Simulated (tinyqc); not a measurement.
What moves the results: carrier statistics of a doped semiconductor with parabolic bands. A value that a table varies takes the place of the one given here.

Eg(T) = Eg0 - al T^2/(T + be); m_de = Mv^(2/3) (ml mt^2)^(1/3); m_dh = (mhh^(3/2) + mlh^(3/2))^(2/3); Nc and Nv from N = 2 (m kB T/(4 pi c))^(3/2) with c = hbar^2/2m0, in 1/angstrom^3; times 1e24 for 1/cm^3.

Energies are counted from Ev, so Ec = Eg. n = Nc F_1/2((EF - Eg)/kT), p = Nv F_1/2(-EF/kT), ND+ = ND/(1 + 2 exp((EF - Eg + ED)/kT)), NA- = NA/(1 + 4 exp((EA - EF)/kT)); neutrality asks p + ND+ = n + NA-. F_j(eta) = (1/Gamma(j + 1)) integral_0^infinity x^j dx/(1 + exp(x - eta)), which tends to exp(eta) for eta << 0.

Constants: hbar^2/2m0 = 3.80998211 eV angstrom^2; kB = 8.617333262e-05 eV/K.

Values chosen for the exercise (near those of GaP; not measured data): Eg0 = 2.349 eV (gap at 0 K); al = 0.000582 eV/K (Varshni alpha); be = 370 K (Varshni beta); ml = 1.98 m0 (longitudinal electron mass); mt = 0.252 m0 (transverse electron mass); Mv = 3 (equivalent valleys); mhh = 0.792 m0 (heavy-hole mass); mlh = 0.14 m0 (light-hole mass); ND = 3.9e+14 1/cm^3 (donors); NA = 6.6e+14 1/cm^3 (acceptors); ED = 0.0899 eV (donor level below Ec); EA = 0.0553 eV (acceptor level above Ev); T = 300 K.

## Temperature

Neutrality solved at each temperature; ni = sqrt(Nc Nv) exp(-Eg/2kT).

Carriers (1/cm^3):
```
T (K)  EF (eV)         n         p  majority / |ND - NA|        ni  Eg (eV)
30      0.0598    <1e-99  5.33e+07              1.98e-07    <1e-99   2.3477
50      0.0629    <1e-99  5.95e+11               0.00220    <1e-99   2.3455
77      0.0698    <1e-99  6.63e+13                 0.245  7.02e-59   2.3413
120     0.1023  1.55e-75  2.43e+14                 0.900  6.14e-31   2.3319
200     0.1820  3.85e-35  2.68e+14                 0.994  1.02e-10   2.3082
300     0.2886  1.34e-14  2.70e+14                 0.999      1.90   2.2708
450     0.4564      1.27  2.70e+14                  1.00  1.85e+07   2.2053
600     0.6309  1.82e+07  2.70e+14                  1.00  7.01e+10   2.1330
800     0.8695  5.63e+12  2.76e+14                  1.02  3.94e+13   2.0306
1000    0.9415  1.81e+15  2.08e+15                  7.71  1.94e+15   1.9242
```

How do the results move?

Ionisation is incomplete: the majority density is below 90 % of the net doping at 30, 50 and 77 K, down to a share of 2e-07. It is within 10 % of the net doping at 120, 200, 300, 450, 600 and 800 K. At 1000 K thermal pairs lift it more than 10 % above the net doping; ni has reached 1.94e+15 1/cm^3 at 1000 K against a net doping of 2.70e+14. EF goes from 0.060 eV to 0.941 eV, where midgap is 0.962 eV and the intrinsic level (Boltzmann) 0.947 eV.

## Doping level

Only acceptors are present (ND = 0); eta is the distance of EF beyond the valence edge in units of kT.

Neutral state:
```
NA (1/cm^3)  EF (eV)  majority (1/cm^3)  ionised share     eta
1.0e+14       0.3142           1.00e+14          1.000  -12.16
1.0e+15       0.2547           9.98e+14          0.998   -9.85
1.0e+16       0.1956           9.83e+15          0.983   -7.57
1.0e+17       0.1393           8.66e+16          0.866   -5.39
1.0e+18       0.0929           5.17e+17          0.517   -3.59
3.0e+18       0.0747           1.04e+18          0.346   -2.89
1.0e+19       0.0564           2.07e+18          0.207   -2.18
3.0e+19       0.0405           3.71e+18          0.124   -1.57
```

How do the results move?

The impurity level lies at 0.0553 eV. The ionised share falls from 1.000 to 0.124 as EF passes through it between 1e+19 and 3e+19 1/cm^3 (share 1/5 there); it is below one half from 3e+18 1/cm^3 on. Over the last two rows the doping grows threefold and the majority density by a factor 1.79. EF comes within 3 kT of the majority band edge from 3e+18 1/cm^3 on. Above roughly 2e+19 1/cm^3 (N^(1/3) a = 0.26, with the radius a = sqrt(c/(m E)) from the ionisation energy E and the mass mhh) the levels merge with the band and real ionisation is complete; sharp levels then overstate freeze-out.

## What each input does

Neutrality solved anew for each case. Each row changes one parameter from the base and keeps the others.

Results:
```
case                 EF (eV)  n (1/cm^3)  p (1/cm^3)
base                  0.2886    1.34e-14    2.70e+14
T = 280 K             0.2669    1.47e-17    2.70e+14
ND = 7.8e+14 1/cm^3   1.9525    1.20e+14    3.01e-14
NA = 3.3e+14 1/cm^3   1.9346    5.99e+13    6.02e-14
Eg0 = 2.399 eV        0.2886    1.93e-15    2.70e+14
mt = 0.3024 m0        0.2886    1.60e-14    2.70e+14
mhh = 0.9504 m0       0.2952    1.73e-14    2.70e+14
EA = 0.0829 eV        0.2886    1.34e-14    2.69e+14
```

What can be read from the table?

The largest shifts from the base row, up to three for each result and ties (the steps differ in size, so this ranks the rows, not the parameters). EF (eV): ND +1.6639, NA +1.6460, T -0.0217; unchanged at the printed digits by Eg0, mt and EA. n (1/cm^3): ND +1.20e+14, NA +5.99e+13, T -1.34e-14; unchanged at the printed digits by EA. p (1/cm^3): ND -2.70e+14, NA -2.70e+14, EA -6.04e+11; unchanged at the printed digits by T, Eg0, mt and mhh.

Computed by tinyqc, a small Python program: `OMP_NUM_THREADS=1 python tinyqc.py 1680305 1680306 out.jsonl` (the numbers bound the seed that draws the inputs); one thread of a shared host (Intel(R) Xeon(R) Processor @ 2.30GHz), about 0.01 s for the whole set of steps.
